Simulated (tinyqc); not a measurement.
Holstein polaron on two sites: one step, computed by the program tinyqc. Command: `OMP_NUM_THREADS=1 python tinyqc.py 3007584 3007585 out.jsonl holstein walk`. One thread of a shared host (Intel(R) Xeon(R) Processor @ 2.30GHz), about 0.01 s of CPU time with the checks.

One electron on sites 1 and 2: H = -t (c1+ c2 + c2+ c1) + hbar omega sum_i b_i+ b_i - g hbar omega sum_i n_i (b_i + b_i+). The symmetric phonon shifts the energy by -g^2 hbar omega/2 and drops out; with b = (b_1 - b_2)/sqrt(2) there remains H = -t sigma_x + hbar omega b+ b - (g hbar omega/sqrt(2)) sigma_z (b + b+). Parity splits it into blocks p = +1 and -1 over phonon numbers n. Zero-point energies are left out. Weights Z refer to mode b alone; the displaced symmetric mode multiplies the full zero-phonon weight by exp(-g^2/2).

Question. Levels in the small basis. Diagonalise H; the eigenvector has its largest component positive; Z is the weight of n = 0.

H, even block (meV), lower triangle (symmetric):
```
,1,2,3,4,5,6
1,-22.4278
2,-16.9974,136.5722
3,0.0000,-24.0380,215.5722
4,0.0000,0.0000,-29.4404,374.5722
5,0.0000,0.0000,0.0000,-33.9949,453.5722
6,0.0000,0.0000,0.0000,0.0000,-38.0074,612.5722
```

Give: levels; lowest eigenvector; Z in the small basis.

Answer.

levels (meV): [-24.3, 131.3, 217.2, 366.2, 458.6, 621.4]

lowest eigenvector: [0.9942, 0.1067, 0.0108, 0.0008, 0.0001, 0.0000]

Z in the small basis = 0.9885
